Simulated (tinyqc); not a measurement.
From results back to parameters: deformation-potential model of the X valleys of a conduction band. Four cases, with inputs chosen for the exercise.

Problem. A uniaxial tension X1 along [100] acts on valleys along x, y, z, with shifts dE = Xd tr(e) + Xu a.e.a and Boltzmann shares. The ratio of the share of the y valleys to that of the x valleys is given.

s11 = (C11 + C12)/((C11 - C12)(C11 + 2 C12)), s12 = -C12/((C11 - C12)(C11 + 2 C12)), s44 = 1/C44; exx = s11 sxx + s12 (syy + szz) and cyclic, exy = s44 sxy/2; tension is positive. A uniaxial stress X along the unit vector n is s_ij = X n_i n_j.

Constants: kB = 8.617333262e-05 eV/K.

Find: splitting dE_x - dE_y; Xu.

Method. The splitting is kT ln(n_y/n_x), and it equals Xu (exx - eyy) = Xu (s11 - s12) X1; Xd drops out.

Case 1.

Values chosen (near those of AlAs; not measured data): C11 = 124.4 GPa; C12 = 53.9 GPa; C44 = 54.7 GPa; X1 = 1.2 GPa (size of the stress); T = 350 K (temperature).

n_y/n_x = 29.38479

Solution.

splitting dE_x - dE_y = 101.96 meV
Xu = 5.99 eV

Case 2.

Values chosen (near those of GaP; not measured data): C11 = 144.9 GPa; C12 = 59.3 GPa; C44 = 67.7 GPa; X1 = 0.8 GPa (size of the stress); T = 350 K (temperature).

n_y/n_x = 7.153883

Solution.

splitting dE_x - dE_y = 59.35 meV
Xu = 6.35 eV

Case 3.

Values chosen (near those of AlAs; not measured data): C11 = 126.1 GPa; C12 = 53.1 GPa; C44 = 54.5 GPa; X1 = 1.4 GPa (size of the stress); T = 300 K (temperature).

n_y/n_x = 88.95584

Solution.

splitting dE_x - dE_y = 116.03 meV
Xu = 6.05 eV

Case 4.

Values chosen (near those of GaP; not measured data): C11 = 144.2 GPa; C12 = 59.3 GPa; C44 = 71.1 GPa; X1 = 0.8 GPa (size of the stress); T = 200 K (temperature).

n_y/n_x = 29.98543

Solution.

splitting dE_x - dE_y = 58.61 meV
Xu = 6.22 eV

Computed by tinyqc, one run a case: `OMP_NUM_THREADS=1 python tinyqc.py N N+1 out.jsonl` with N = 1081064, 1081156, 1081548, 1081551; one thread of a shared Intel(R) Xeon(R) Processor @ 2.30GHz, about 0.03 s a run at most.
